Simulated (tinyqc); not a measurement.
Trap density from two Hall measurements.

Question. p-type body, charge-sheet picture, full ionisation (an idealisation for deep acceptors), Boltzmann statistics for free electrons. e = Ec - EF at the surface. psi = Eg - Vt ln(Nv/Na) - e; N_dep = sqrt(2 eps0 eps_r Na (psi - Vt)/q); n_f = sqrt(N_dep^2 + 2 eps0 eps_r Vt Nc exp(-e/Vt)/q) - N_dep; Vg = Vfb + psi + q (N_dep + n_t + n_f)/Cox, Cox = eps0 eox/tox. Find e and n_t at both points and the mean trap density between them.

Values chosen for this exercise; band and dielectric values close to those of 4H silicon carbide:

| symbol | value | unit | meaning |
|---|---|---|---|
| T | 400 | K | temperature |
| Eg | 3.21 | eV | band gap |
| eps_r | 9.61 |  | relative permittivity |
| Nc | 2.59e19 | cm^-3 | conduction-band density of states at T |
| Nv | 3.8e19 | cm^-3 | valence-band density of states at T |
| eox | 3.9 |  | relative permittivity of the insulator |
| tox | 44 | nm | insulator thickness |
| Na | 2.1e16 | cm^-3 | acceptor density |
| Vfb | -2.89 | V | flat-band voltage without trapped charge |

Constants: q = 1.602176634e-19 C, kB = 1.380649e-23 J/K, Vt = kB T/q, eps0 = 8.8541878128e-14 F/cm where lengths are in cm. Results are converted to the units shown.

Vg (V): 3.1321740  5.6094484
free sheet density from the Hall effect (cm^-2): 5.1572895e8  1.1848551e10

Solution. Each n_f fixes e; what the gate voltage holds beyond psi, N_dep and n_f is trapped; the difference quotient is the density, smeared over a few Vt.

e (eV): 0.324  0.215
n_t (cm^-2): 9.02e11  2.03e12
mean trap density = 1.04e13 cm^-2 eV^-1

Numbers from tinyqc (`OMP_NUM_THREADS=1 python tinyqc.py 2222004 2222005 out.jsonl`; about 0.02 s on one thread of a shared Intel Xeon 2.30GHz).
